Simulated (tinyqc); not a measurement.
## Off-state leakage of single and stacked transistors: leakage components against the supply voltage

n-channel devices of unit width. Subthreshold current I(Vg, Vs, Vd) = I0 (T/300 K)^0.5 exp[(Vg - Vs - VT(T) - gb (Vs - Vb) + dd (Vd - Vs))/(nf Vt)] (1 - exp(-(Vd - Vs)/Vt)), VT(T) = VT - cT (T - 300 K). Gate-edge tunnelling Ig (Vd/1 V) exp(ag (Vd - 1 V)), for a gate at 0 V, and band-to-band leakage Ab u exp(-Bb/u), u = Vd - Vb + 1 V, flow at a drain held at V; both are taken as independent of T. In a stack of off transistors (all gates at 0 V) the same subthreshold current passes through each.

One transistor with Vg = Vs = 0, Vd = V; stack factor I(one)/I(two in series).

Values chosen for this exercise; values of the order met in bulk silicon logic transistors: temperature T = 358 K; threshold at 300 K, zero drain and body bias VT = 0.32 V; fall of the threshold with temperature cT = 0.7 mV/K; current at threshold at 300 K I0 = 0.9 uA/um; slope factor nf = 1.48; drain-induced lowering per volt dd = 0.07; rise of the threshold per volt of source-body bias gb = 0.1; gate-edge tunnelling current at 1 V Ig = 8e-5 uA/um; exponential slope of the gate current ag = 4.7 1/V; prefactor of band-to-band leakage at the drain Ab = 90 uA/(um V); its exponential voltage Bb = 26 V; body voltage Vb = 0 V.

Constants: q = 1.602176634e-19 C, kB = 1.380649e-23 J/K, Vt = kB T/q. Results are converted to the units shown.

Leakage components against the supply voltage:

| V (V) | subthreshold (nA/um) | gate edge (nA/um) | band-to-band (nA/um) | total (nA/um) | stack factor | largest part |
|---|---|---|---|---|---|---|
| 0.5 | 4.655 | 0.003815 | 0.004005 | 4.663 | 2.787 | subthreshold |
| 0.6 | 5.426 | 0.007324 | 0.01262 | 5.446 | 3.087 | subthreshold |
| 0.7 | 6.325 | 0.01367 | 0.03488 | 6.374 | 3.437 | subthreshold |
| 0.8 | 7.373 | 0.02500 | 0.08637 | 7.485 | 3.845 | subthreshold |
| 0.9 | 8.595 | 0.04500 | 0.1950 | 8.835 | 4.320 | subthreshold |
| 1 | 10.02 | 0.08000 | 0.4069 | 10.51 | 4.871 | subthreshold |
| 1.1 | 11.68 | 0.1408 | 0.7934 | 12.61 | 5.512 | subthreshold |
| 1.2 | 13.61 | 0.2458 | 1.459 | 15.32 | 6.256 | subthreshold |
| 1.3 | 15.87 | 0.4260 | 2.550 | 18.85 | 7.119 | subthreshold |
| 1.4 | 18.50 | 0.7340 | 4.262 | 23.50 | 8.121 | subthreshold |

What does the comparison show?

As V goes from 0.5 to 1.4, the total leakage rises from 4.66 to 23.5 nA/um. The subthreshold part leads at V = 0.5 and in all other rows. The reduction by a stack of two rises from 2.79 to 8.12, for the subthreshold part alone.

tinyqc, about 0.06 s, one thread, Intel Xeon 2.30GHz (shared host): `OMP_NUM_THREADS=1 python tinyqc.py 2242120 2242121 out.jsonl`
